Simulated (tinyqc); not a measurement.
From results back to parameters: Koster-Slater impurity in an sp3s* host.

Problem. In the Koster-Slater model a defect shifts the s level of its site by Vs and the p levels by Vp; an A1 level solves 1/Vs = G_s(E) and a T2 level 1/Vp = G_p(E), E from the top of the valence band. A defect has an A1 level at E = 1.1693 eV, one of the energies of the table, and a T2 level at 0.3898 eV.

G(E) of the host (1/eV):
```
E (eV)         G_s         G_p
0.0000   0.0303096   0.2394531
0.1949   0.0222467   0.1775925
0.3898   0.0131195   0.1412075
0.5846   0.0024067   0.1128545
0.7795  -0.0106788   0.0881897
0.9744  -0.0274511   0.0650124
1.1693  -0.0503534   0.0415328
1.3642  -0.0846771   0.0154527
1.5591  -0.1458953  -0.0180936
```

Find: Vs, Vp.

Solution. Read G_s and G_p at the two energies and invert them. Vs is attractive and pulls its level down from the conduction bands. Vp is repulsive and pushes its level up from the valence bands.

Vs, Vp (eV): -19.9  7.1

(tinyqc, `OMP_NUM_THREADS=1 python tinyqc.py 1452070 1452071 out.jsonl`, Intel(R) Xeon(R) Processor @ 2.30GHz, 1 thread, shared host, about 0.02 s.)
